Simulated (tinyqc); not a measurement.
Free and trapped electrons in a MOS channel with a dense trap tail: one step of the calculation.

p-type body, charge-sheet picture, full ionisation (an idealisation for deep acceptors), Boltzmann statistics for free electrons. e = Ec - EF at the surface. Acceptor-like traps of density D(E) = D0 + De exp(-E/Ew) at depth E below Ec, from 0 to Eu, hold n_t = integral of D(E)/(1 + exp((e - E)/Vt)). psi = Eg - Vt ln(Nv/Na) - e; N_dep = sqrt(2 eps0 eps_r Na (psi - Vt)/q); n_f = sqrt(N_dep^2 + 2 eps0 eps_r Vt Nc exp(-e/Vt)/q) - N_dep; Vg = Vfb + psi + q (N_dep + n_t + n_f)/Cox, Cox = eps0 eox/tox.

Question. Trapped charge. Trapezoid rule on 12 equal steps from 0 to Eu, f = 1/(1 + exp((e - E)/Vt)).

Values chosen for this exercise; band and dielectric values close to those of 4H silicon carbide: temperature T = 300 K; constant background density of acceptor-like traps D0 = 3.3e10 cm^-2 eV^-1; density of the tail at the conduction edge De = 3.1e13 cm^-2 eV^-1; decay energy of the tail Ew = 0.1 eV; depth below Ec down to which the traps reach Eu = 0.5 eV; Ec - EF at the surface e = 0.106 eV.

Constants: q = 1.602176634e-19 C, kB = 1.380649e-23 J/K, Vt = kB T/q. Results are converted to the units shown.

Find: E; D(E) f; n_t.

Answer.

```
point    E (eV)  D(E) f (cm^-2 eV^-1)
0             0             5.0578e11
1      0.041667             1.5693e12
2      0.083333             3.9685e12
3       0.12500             6.0253e12
4       0.16667             5.3739e12
5       0.20833             3.8200e12
6       0.25000             2.5679e12
7       0.29167             1.7092e12
8       0.33333             1.1387e12
9       0.37500             7.6203e11
10      0.41667             5.1362e11
11      0.45833             3.4984e11
12      0.50000             2.4188e11
```

n_t = 1.1738e12 cm^-2

Program tinyqc, `OMP_NUM_THREADS=1 python tinyqc.py 2222214 2222215 out.jsonl`; Intel Xeon 2.30GHz, shared host, one thread, about 0.02 s.
